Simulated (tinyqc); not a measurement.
Adsorption as a lattice gas: isotherms with interactions, competition, desorption peaks and saturation dose. Changing the pair energy w (positive repels). Computed by tinyqc, a small Python program. Command: `OMP_NUM_THREADS=1 python tinyqc.py 3027768 3027769 out.jsonl adsorb sweep`. One thread of a shared host (Intel(R) Xeon(R) Processor @ 2.30GHz), about 0.01 s of CPU time with the checks.

One adsorbate per site; a molecule needs 2 empty sites. Gas and surface have the same temperature.

Inputs (values chosen for the exercise, for a model surface):

| quantity | value | unit |
|---|---|---|
| desorption energy E | 1.72 | eV |
| prefactor nu | 7.6e+12 | 1/s |
| neighbours z | 6 | - |
| site density N_s | 15 | 1/nm^2 |
| molecular mass M | 207 | u |
| sticking coefficient s0 | 0.0031 | - |
| temperature T | 603 | K |
| pressure p | 0.0019 | Pa |
| blocking by a second gas, K_B p_B | 0.2 | - |

Adsorption: dissociative (second order).

Constants: u = 1.6605390666e-27 kg; k_B = 1.380649e-23 J/K; k_B = 8.617333262e-05 eV/K.

Method. Flux F = p/sqrt(2 pi M k_B T); k_d = nu exp(-E/(k_B T)); 2 s0 F (1 - theta)^2 = N_s k_d theta^2, so y = sqrt(2 s0 F/(N_s k_d)), theta = y/(1 + y). With a second gas on the same sites theta = y/(1 + y + K_B p_B). With u = w/(k_B T). Mean field: theta/(1 - theta) = y exp(-z u theta). Quasi-chemical: theta/(1 - theta) = y [(r - 1 + 2 theta)(1 - theta)/((r + 1 - 2 theta) theta)]^(-z/2) exp(-z u/2), r = sqrt(1 - 4 theta (1 - theta)(1 - exp(-u))).

One run for each value:

| pair energy w (positive repels) (eV) | coverage, mean field | coverage, quasi-chemical | u |
|---|---|---|---|
| -0.0250 | 0.82038 | 0.80210 | -0.4811 |
| -0.0026 | 0.32013 | 0.32027 | -0.0500 |
| 0.0190 | 0.21182 | 0.21655 | 0.3656 |
| 0.0410 | 0.16426 | 0.17848 | 0.7890 |
| 0.0640 | 0.13566 | 0.15965 | 1.2317 |
| 0.0860 | 0.11751 | 0.14991 | 1.6550 |
| 0.1100 | 0.10329 | 0.14378 | 2.1169 |
| 0.1300 | 0.09420 | 0.14066 | 2.5018 |

Over the rows, coverage, mean field falls from 0.820 to 0.0942; coverage, quasi-chemical falls from 0.802 to 0.141; u rises from -0.481 to 2.50.  Left out: -0.0470 (z u below -3.8, near or past the mean-field condensation point).

Caution (rows 0.0860, 0.110, 0.130): for z u near 4 or above (near 8 on the triangular lattice, z = 6) mean field itself predicts sublattice order near half coverage (the exact threshold is higher); both uniform formulas leave ordering out.
